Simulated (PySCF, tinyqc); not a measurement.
Worked calculation (part 1 of 2): CISD on RHF in the 6-311g basis, for H2, spin multiplicity 1. The lowest restricted solution is unstable here: a spin-polarised one lies 0.0002 hartree lower (PySCF). Computed by tinyqc, a small Python program that keeps every step (integrals from PySCF). Settings: charge = 0, multiplicity = 1, basis = 6-311g, method = RHF, energy threshold = 1e-10, iteration cap = 52, orthogonalisation = canonical, start = core, DIIS depth = 6, ci = CISD. Command: `OMP_NUM_THREADS=1 python tinyqc.py 25330 25331 out.jsonl` (the two numbers bound the seeds that draw the settings). One thread of a shared host (Intel(R) Xeon(R) Processor @ 2.60GHz), about 0.08 s of CPU time with the checks. The early iterations of the SCF are left out here.

## One-electron integrals

Geometry (angstrom):
```
atom         x         y         z
H     0.000000  0.000000  0.000000
H     0.000000  0.000000  1.209000
```

Basis 6-311g: exponents (1/bohr^2) and contraction coefficients of normalised primitives:
```
element  l (shell)   exponent  coefficient
H            s (1)  33.865000     0.025494
H            s (1)   5.094790     0.190373
H            s (1)   1.158790     0.852161
H            s (2)   0.325840     1.000000
H            s (3)   0.102741     1.000000
```

Overlap, kinetic and nuclear-attraction integrals over the contracted functions; the nuclear repulsion is the sum of Za Zb / Rab.

nuclear repulsion = 0.43769827 hartree

overlap S:
```
          1H 1s     1H 2s     1H 3s     2H 1s     2H 2s     2H 3s
1H 1s  1.000000  0.706377  0.373664  0.036923  0.183183  0.227741
1H 2s  0.706377  1.000000  0.788963  0.183183  0.427243  0.524789
1H 3s  0.373664  0.788963  1.000000  0.227741  0.524789  0.764800
2H 1s  0.036923  0.183183  0.227741  1.000000  0.706377  0.373664
2H 2s  0.183183  0.427243  0.524789  0.706377  1.000000  0.788963
2H 3s  0.227741  0.524789  0.764800  0.373664  0.788963  1.000000
```

kinetic energy T (hartree):
```
           1H 1s     1H 2s     1H 3s      2H 1s     2H 2s     2H 3s
1H 1s   2.304348  0.549119  0.106346  -0.073011  0.014119  0.043408
1H 2s   0.549119  0.488760  0.184881   0.014119  0.090432  0.089549
1H 3s   0.106346  0.184881  0.154112   0.043408  0.089549  0.096795
2H 1s  -0.073011  0.014119  0.043408   2.304348  0.549119  0.106346
2H 2s   0.014119  0.090432  0.089549   0.549119  0.488760  0.184881
2H 3s   0.043408  0.089549  0.096795   0.106346  0.184881  0.154112
```

nuclear attraction V (hartree):
```
           1H 1s      1H 2s      1H 3s      2H 1s      2H 2s      2H 3s
1H 1s  -2.548795  -1.369883  -0.678504  -0.065256  -0.343812  -0.417023
1H 2s  -1.369883  -1.344619  -0.916257  -0.343812  -0.604258  -0.641230
1H 3s  -0.678504  -0.916257  -0.886593  -0.417023  -0.641230  -0.717738
2H 1s  -0.065256  -0.343812  -0.417023  -2.548795  -1.369883  -0.678504
2H 2s  -0.343812  -0.604258  -0.641230  -1.369883  -1.344619  -0.916257
2H 3s  -0.417023  -0.641230  -0.717738  -0.678504  -0.916257  -0.886593
```

core Hamiltonian H = T + V (hartree):
```
           1H 1s      1H 2s      1H 3s      2H 1s      2H 2s      2H 3s
1H 1s  -0.244446  -0.820764  -0.572157  -0.138266  -0.329694  -0.373615
1H 2s  -0.820764  -0.855859  -0.731375  -0.329694  -0.513826  -0.551681
1H 3s  -0.572157  -0.731375  -0.732482  -0.373615  -0.551681  -0.620943
2H 1s  -0.138266  -0.329694  -0.373615  -0.244446  -0.820764  -0.572157
2H 2s  -0.329694  -0.513826  -0.551681  -0.820764  -0.855859  -0.731375
2H 3s  -0.373615  -0.551681  -0.620943  -0.572157  -0.731375  -0.732482
```

## Two-electron integrals

Functions are numbered as in S; the eight-fold symmetry (ij|kl) = (ji|kl) = (kl|ij) leaves the list below.

Two-electron integrals (ij|kl) in chemists' order, unique and non-zero (hartree):
```
(11|11) 1.393035   (21|11) 0.822971   (21|21) 0.509703   (22|11) 0.822904
(22|21) 0.543028   (22|22) 0.644106   (31|11) 0.411256   (31|21) 0.257757
(31|22) 0.279868   (31|31) 0.130794   (32|11) 0.543681   (32|21) 0.365771
(32|22) 0.452669   (32|31) 0.189803   (32|32) 0.325140   (33|11) 0.494021
(33|21) 0.340115   (33|22) 0.445993   (33|31) 0.178035   (33|32) 0.331779
(33|33) 0.361682   (41|11) 0.030387   (41|21) 0.020281   (41|22) 0.024296
(41|31) 0.010479   (41|32) 0.017062   (41|33) 0.016718   (41|41) 0.001646
(42|11) 0.100197   (42|21) 0.069813   (42|22) 0.092798   (42|31) 0.036669
(42|32) 0.068818   (42|33) 0.073315   (42|41) 0.006448   (42|42) 0.033610
(43|11) 0.107410   (43|21) 0.075353   (43|22) 0.102692   (43|31) 0.039708
(43|32) 0.077552   (43|33) 0.085495   (43|41) 0.006901   (43|42) 0.039482
(43|43) 0.048461   (44|11) 0.437578   (44|21) 0.308720   (44|22) 0.429442
(44|31) 0.163133   (44|32) 0.328496   (44|33) 0.368868   (44|41) 0.030387
(44|42) 0.196486   (44|43) 0.248053   (44|44) 1.393035   (51|11) 0.196486
(51|21) 0.123851   (51|22) 0.135657   (51|31) 0.062947   (51|32) 0.092281
(51|33) 0.086890   (51|41) 0.006448   (51|42) 0.022656   (51|43) 0.024202
(51|44) 0.100197   (51|51) 0.033610   (52|11) 0.284559   (52|21) 0.192466
(52|22) 0.240696   (52|31) 0.100052   (52|32) 0.173685   (52|33) 0.178354
(52|41) 0.012681   (52|42) 0.055959   (52|43) 0.063864   (52|44) 0.284559
(52|51) 0.055959   (52|52) 0.117573   (53|11) 0.261690   (53|21) 0.180686
(53|22) 0.238182   (53|31) 0.094673   (53|32) 0.177468   (53|33) 0.193379
(53|41) 0.012605   (53|42) 0.062851   (53|43) 0.075747   (53|44) 0.348568
(53|51) 0.053220   (53|52) 0.124827   (53|53) 0.143855   (54|11) 0.308720
(54|21) 0.217412   (54|22) 0.300459   (54|31) 0.114777   (54|32) 0.229172
(54|33) 0.257220   (54|41) 0.020281   (54|42) 0.123851   (54|43) 0.155793
(54|44) 0.822971   (54|51) 0.069813   (54|52) 0.192466   (54|53) 0.235295
(54|54) 0.509703   (55|11) 0.429442   (55|21) 0.300459   (55|22) 0.409190
(55|31) 0.158220   (55|32) 0.310655   (55|33) 0.349467   (55|41) 0.024296
(55|42) 0.135657   (55|43) 0.169734   (55|44) 0.822904   (55|51) 0.092798
(55|52) 0.240696   (55|53) 0.293493   (55|54) 0.543028   (55|55) 0.644106
(61|11) 0.248053   (61|21) 0.155793   (61|22) 0.169734   (61|31) 0.079103
(61|32) 0.115258   (61|33) 0.108290   (61|41) 0.006901   (61|42) 0.024202
(61|43) 0.026092   (61|44) 0.107410   (61|51) 0.039482   (61|52) 0.063864
(61|53) 0.060570   (61|54) 0.075353   (61|55) 0.102692   (61|61) 0.048461
(62|11) 0.348568   (62|21) 0.235295   (62|22) 0.293493   (62|31) 0.122247
(62|32) 0.211725   (62|33) 0.217660   (62|41) 0.012605   (62|42) 0.053220
(62|43) 0.060570   (62|44) 0.261690   (62|51) 0.062851   (62|52) 0.124827
(62|53) 0.130553   (62|54) 0.180686   (62|55) 0.238182   (62|61) 0.075747
(62|62) 0.143855   (63|11) 0.348542   (63|21) 0.240898   (63|22) 0.319268
(63|31) 0.126293   (63|32) 0.239213   (63|33) 0.264734   (63|41) 0.013838
(63|42) 0.065565   (63|43) 0.078566   (63|44) 0.348542   (63|51) 0.065565
(63|52) 0.145730   (63|53) 0.166059   (63|54) 0.240898   (63|55) 0.319268
(63|61) 0.078566   (63|62) 0.166059   (63|63) 0.211554   (64|11) 0.163133
(64|21) 0.114777   (64|22) 0.158220   (64|31) 0.060569   (64|32) 0.120567
(64|33) 0.135328   (64|41) 0.010479   (64|42) 0.062947   (64|43) 0.079103
(64|44) 0.411256   (64|51) 0.036669   (64|52) 0.100052   (64|53) 0.122247
(64|54) 0.257757   (64|55) 0.279868   (64|61) 0.039708   (64|62) 0.094673
(64|63) 0.126293   (64|64) 0.130794   (65|11) 0.328496   (65|21) 0.229172
(65|22) 0.310655   (65|31) 0.120567   (65|32) 0.235742   (65|33) 0.266408
(65|41) 0.017062   (65|42) 0.092281   (65|43) 0.115258   (65|44) 0.543681
(65|51) 0.068818   (65|52) 0.173685   (65|53) 0.211725   (65|54) 0.365771
(65|55) 0.452669   (65|61) 0.077552   (65|62) 0.177468   (65|63) 0.239213
(65|64) 0.189803   (65|65) 0.325140   (66|11) 0.368868   (66|21) 0.257220
(66|22) 0.349467   (66|31) 0.135328   (66|32) 0.266408   (66|33) 0.306228
(66|41) 0.016718   (66|42) 0.086890   (66|43) 0.108290   (66|44) 0.494021
(66|51) 0.073315   (66|52) 0.178354   (66|53) 0.217660   (66|54) 0.340115
(66|55) 0.445993   (66|61) 0.085495   (66|62) 0.193379   (66|63) 0.264734
(66|64) 0.178035   (66|65) 0.331779   (66|66) 0.361682
```

## Orthogonalisation

S = U s U^T; canonical form X = U s^(-1/2), so that X^T S X = 1. Each column of U has its largest component positive (the first on a tie).

eigenvalues of S: 0.058751  0.130462  0.321770  0.713444  1.390514  3.385059

X:
```
               1          2          3          4          5         6
1H 1s   0.712728  -0.891461  -0.711264   0.662524   0.470160  0.156742
1H 2s  -1.832903   1.503946   0.651620   0.098579   0.345511  0.241840
1H 3s   2.154743  -0.880898   0.789558  -0.502165   0.138389  0.254270
2H 1s  -0.712728  -0.891461   0.711264   0.662524  -0.470160  0.156742
2H 2s   1.832903   1.503946  -0.651620   0.098579  -0.345511  0.241840
2H 3s  -2.154743  -0.880898  -0.789558  -0.502165  -0.138389  0.254270
```

## Iteration 6 (converged): orbitals

converged F (hartree):
```
           1H 1s      1H 2s      1H 3s      2H 1s      2H 2s      2H 3s
1H 1s   0.709728  -0.309438  -0.391813  -0.227430  -0.321911  -0.320137
1H 2s  -0.309438  -0.225097  -0.320966  -0.321911  -0.361243  -0.335822
1H 3s  -0.391813  -0.320966  -0.250752  -0.320137  -0.335822  -0.279370
2H 1s  -0.227430  -0.321911  -0.320137   0.709728  -0.309438  -0.391813
2H 2s  -0.321911  -0.361243  -0.335822  -0.309438  -0.225097  -0.320966
2H 3s  -0.320137  -0.335822  -0.279370  -0.391813  -0.320966  -0.250752
```

Diagonalise F' = X^T F X, C = X C', fill 1 alpha and 1 beta electrons from the bottom; D = 2 C_occ C_occ^T. Each column has its largest component positive (the first on a tie).

F' = X^T F X (hartree):
```
           1          2          3          4          5          6
1   1.392460   0.000000  -0.996146   0.000000   0.312569   0.000000
2   0.000000   1.921396   0.000000  -1.060051   0.000000  -0.052377
3  -0.996146   0.000000   1.267964   0.000000  -0.586035   0.000000
4   0.000000  -1.060051   0.000000   1.057210   0.000000  -0.015432
5   0.312569   0.000000  -0.586035   0.000000   0.440211   0.000000
6   0.000000  -0.052377   0.000000  -0.015432   0.000000  -0.484214
```

orbital energies (hartree): MO1 -0.486728, MO2 0.082270, MO3 0.346695, MO4 0.497917, MO5 2.520448, MO6 2.634425

coefficients C:
```
            MO1        MO2        MO3        MO4        MO5        MO6
1H 1s  0.146805   0.120820  -0.045342  -0.098119  -1.100319  -1.111126
1H 2s  0.301322   0.133420  -0.906583  -1.177978   1.580534   1.190535
1H 3s  0.203044   1.189947   0.919543   1.713241  -0.966592  -0.453891
2H 1s  0.146805  -0.120820  -0.045342   0.098119   1.100319  -1.111126
2H 2s  0.301322  -0.133420  -0.906583   1.177978  -1.580534   1.190535
2H 3s  0.203044  -1.189947   0.919543  -1.713241   0.966592  -0.453891
```

D after iteration 6:
```
          1H 1s     1H 2s     1H 3s     2H 1s     2H 2s     2H 3s
1H 1s  0.043104  0.088471  0.059616  0.043104  0.088471  0.059616
1H 2s  0.088471  0.181590  0.122363  0.088471  0.181590  0.122363
1H 3s  0.059616  0.122363  0.082454  0.059616  0.122363  0.082454
2H 1s  0.043104  0.088471  0.059616  0.043104  0.088471  0.059616
2H 2s  0.088471  0.181590  0.122363  0.088471  0.181590  0.122363
2H 3s  0.059616  0.122363  0.082454  0.059616  0.122363  0.082454
```

## Convergence

Stop when the energy changes by less than 1e-10 hartree and every element of the error matrix X^T (F D S - S D F) X is below 3e-06.

Course of the cycle:
```
iteration  E (hartree)     change  largest element of the error matrix
1          -1.02435846          -                             2.27e-01
2          -1.05443129  -3.01e-02                             4.59e-02
3          -1.05616417  -1.73e-03                             3.53e-03
4          -1.05617101  -6.84e-06                             1.23e-04
5          -1.05617102  -1.32e-08                             4.96e-07
6          -1.05617102  -1.47e-13                             2.46e-07
```

PySCF RHF in the same basis = -1.05617102 hartree

Converged in 6 iterations.

## Integrals over molecular orbitals

(pq|rs) = sum C_ip C_jq C_kr C_ls (ij|kl), one index at a time.

one-electron integrals over orbitals h = C^T H C (hartree):
```
           1          2          3          4          5          6
1  -1.007141   0.000000   0.109108   0.000000   0.000000   0.043266
2   0.000000  -0.591106   0.000000   0.193672   0.033906   0.000000
3   0.109108   0.000000  -0.294838   0.000000   0.000000  -0.117173
4   0.000000   0.193672   0.000000  -0.248978  -0.172070   0.000000
5   0.000000   0.033906   0.000000  -0.172070   1.495137   0.000000
6   0.043266   0.000000  -0.117173   0.000000   0.000000   1.567483
```

Two-electron integrals over orbitals (pq|rs), unique and non-zero (hartree):
```
(11|11) 0.520413    (21|21) 0.095710    (22|11) 0.384543    (22|22) 0.336630
(31|11) -0.109108   (31|22) -0.052194   (31|31) 0.052030    (32|21) -0.001819
(32|32) 0.025189    (33|11) 0.346782    (33|22) 0.288822    (33|31) -0.040558
(33|33) 0.279567    (41|21) -0.077848   (41|32) 0.022960    (41|41) 0.082979
(42|11) -0.135760   (42|22) -0.073599   (42|31) 0.053357    (42|33) -0.055630
(42|42) 0.071042    (43|21) 0.067699    (43|32) 0.004784    (43|41) -0.051714
(43|43) 0.055175    (44|11) 0.414937    (44|22) 0.337905    (44|31) -0.074544
(44|33) 0.297132    (44|42) -0.093752   (44|44) 0.358427    (51|21) -0.027632
(51|32) 0.022708    (51|41) 0.044785    (51|43) -0.025681   (51|51) 0.061706
(52|11) -0.030769   (52|22) -0.003018   (52|31) 0.026331    (52|33) -0.009544
(52|42) 0.021032    (52|44) -0.025838   (52|52) 0.036706    (53|21) 0.036872
(53|32) -0.015188   (53|41) -0.043588   (53|43) 0.025372    (53|51) -0.037178
(53|53) 0.030375    (54|11) 0.108428    (54|22) 0.052604    (54|31) -0.051777
(54|33) 0.045738    (54|42) -0.056553   (54|44) 0.079659    (54|52) -0.043911
(54|54) 0.074380    (55|11) 0.543509    (55|22) 0.405327    (55|31) -0.129238
(55|33) 0.352683    (55|42) -0.159806   (55|44) 0.449519    (55|52) -0.071496
(55|54) 0.166337    (55|55) 0.664945    (61|11) -0.043266   (61|22) -0.024550
(61|31) 0.030881    (61|33) -0.015324   (61|42) 0.033857    (61|44) -0.045742
(61|52) 0.041020    (61|54) -0.058003   (61|55) -0.111926   (61|61) 0.063433
(62|21) -0.025774   (62|32) 0.014386    (62|41) 0.035064    (62|43) -0.023174
(62|51) 0.043464    (62|53) -0.026622   (62|62) 0.033106    (63|11) 0.074027
(63|22) 0.044752    (63|31) -0.031775   (63|33) 0.030033    (63|42) -0.039155
(63|44) 0.058533    (63|52) -0.023599   (63|54) 0.045591    (63|55) 0.114579
(63|61) -0.037629   (63|63) 0.032187    (64|21) 0.047424    (64|32) -0.024379
(64|41) -0.059797   (64|43) 0.034320    (64|51) -0.058964   (64|53) 0.042600
(64|62) -0.044321   (64|64) 0.066776    (65|21) 0.139693    (65|32) -0.030352
(65|41) -0.140424   (65|43) 0.102388    (65|51) -0.108115   (65|53) 0.090450
(65|62) -0.084275   (65|64) 0.130984    (65|65) 0.309402    (66|11) 0.565187
(66|22) 0.408144    (66|31) -0.137774   (66|33) 0.362162    (66|42) -0.169831
(66|44) 0.459891    (66|52) -0.079149   (66|54) 0.176508    (66|55) 0.683834
(66|61) -0.113203   (66|63) 0.118188    (66|66) 0.713860
```

## CISD: determinants and Hamiltonian

Hartree-Fock energy = -1.05617102 hartree

Slater-Condon rules over spin orbitals, with the nuclear repulsion added and E(HF) subtracted on the diagonal. Only determinants linked to the reference directly or through others are kept (one block of an abelian symmetry group), so some states are absent.

Occupation strings over the orbitals (2 doubly, a alpha, b beta, 0 empty; spin orbitals ordered 1a 1b 2a 2b ...): 200000 a0b000 a0000b b0a000 b0000a 020000 0a0b00 0a00b0 002000 00a00b 0b0a00 000200 000ab0 0b00a0 000ba0 000020 00b00a 000002

H - E(HF) between determinants (hartree):
```
           200000     a0b000     a0000b     b0a000     b0000a     020000     0a0b00     0a00b0
200000   0.000000   0.000000   0.000000   0.000000   0.000000   0.095710  -0.077848  -0.027632
a0b000   0.000000   0.538672  -0.043146  -0.052030  -0.030881  -0.001819   0.067699   0.036872
a0000b   0.000000  -0.043146   2.619399  -0.030881  -0.063433  -0.025774   0.047424   0.139693
b0a000   0.000000  -0.052030  -0.030881   0.538672  -0.043146   0.001819  -0.022960  -0.022708
b0000a   0.000000  -0.030881  -0.063433  -0.043146   2.619399   0.025774  -0.035064  -0.043464
020000   0.095710  -0.001819  -0.025774   0.001819   0.025774   0.648289   0.120074   0.030888
0a0b00  -0.077848   0.067699   0.047424  -0.022960  -0.035064   0.120074   0.991690  -0.119467
0a00b0  -0.027632   0.036872   0.139693  -0.022708  -0.043464   0.030888  -0.119467   2.803227
002000   0.052030   0.068550  -0.031775  -0.068550   0.031775   0.025189   0.004784  -0.015188
00a00b   0.030881  -0.031775  -0.028665  -0.027942   0.037629   0.014386  -0.024379  -0.030352
0b0a00   0.077848  -0.022960  -0.035064   0.067699   0.047424  -0.120074  -0.071042  -0.021032
000200   0.082979  -0.051714  -0.059797   0.051714   0.059797   0.071042   0.099921  -0.056553
000ab0   0.044785  -0.043588  -0.140424   0.025681   0.058964   0.021032  -0.056553   0.033866
0b00a0   0.027632  -0.022708  -0.043464   0.036872   0.139693  -0.030888  -0.021032  -0.036706
000ba0  -0.044785   0.025681   0.058964  -0.043588  -0.140424  -0.021032  -0.008068   0.043911
000020   0.061706  -0.037178  -0.108115   0.037178   0.108115   0.036706  -0.043911  -0.037590
00b00a  -0.030881  -0.027942   0.037629  -0.031775  -0.028665  -0.014386   0.023174   0.026622
000002   0.063433  -0.037629  -0.069937   0.037629   0.069937   0.033106  -0.044321  -0.084275

           002000     00a00b     0b0a00     000200     000ab0     0b00a0     000ba0     000020
200000   0.052030   0.030881   0.077848   0.082979   0.044785   0.027632  -0.044785   0.061706
a0b000   0.068550  -0.031775  -0.022960  -0.051714  -0.043588  -0.022708   0.025681  -0.037178
a0000b  -0.031775  -0.028665  -0.035064  -0.059797  -0.140424  -0.043464   0.058964  -0.108115
b0a000  -0.068550  -0.027942   0.067699   0.051714   0.025681   0.036872  -0.043588   0.037178
b0000a   0.031775   0.037629   0.047424   0.059797   0.058964   0.139693  -0.140424   0.108115
020000   0.025189   0.014386  -0.120074   0.071042   0.021032  -0.030888  -0.021032   0.036706
0a0b00   0.004784  -0.024379  -0.071042   0.099921  -0.056553  -0.021032  -0.008068  -0.043911
0a00b0  -0.015188  -0.030352  -0.021032  -0.056553   0.033866  -0.036706   0.043911  -0.037590
002000   1.183760  -0.087140  -0.004784   0.055175   0.025372   0.015188  -0.025372   0.030375
00a00b  -0.087140   3.128676   0.023174   0.034320   0.102388   0.026622  -0.042600   0.090450
0b0a00  -0.004784   0.023174   0.991690  -0.099921  -0.008068  -0.119467  -0.056553   0.043911
000200   0.055175   0.034320  -0.099921   1.354340  -0.092411   0.056553   0.092411   0.074380
000ab0   0.025372   0.102388  -0.008068  -0.092411   3.189546   0.043911  -0.074380  -0.005733
0b00a0   0.015188   0.026622  -0.119467   0.056553   0.043911   2.803227   0.033866   0.037590
000ba0  -0.025372  -0.042600  -0.056553   0.092411  -0.074380   0.033866   3.189546   0.005733
000020   0.030375   0.090450   0.043911   0.074380  -0.005733   0.037590   0.005733   5.149087
00b00a   0.087140  -0.032187  -0.024379  -0.034320  -0.042600  -0.030352   0.102388  -0.090450
000002   0.032187   0.001015   0.044321   0.066776   0.130984   0.084275  -0.130984   0.309402

           00b00a     000002
200000  -0.030881   0.063433
a0b000  -0.027942  -0.037629
a0000b   0.037629  -0.069937
b0a000  -0.031775   0.037629
b0000a  -0.028665   0.069937
020000  -0.014386   0.033106
0a0b00   0.023174  -0.044321
0a00b0   0.026622  -0.084275
002000   0.087140   0.032187
00a00b  -0.032187   0.001015
0b0a00  -0.024379   0.044321
000200  -0.034320   0.066776
000ab0  -0.042600   0.130984
0b00a0  -0.030352   0.084275
000ba0   0.102388  -0.130984
000020  -0.090450   0.309402
00b00a   3.128676  -0.001015
000002  -0.001015   5.342696
```
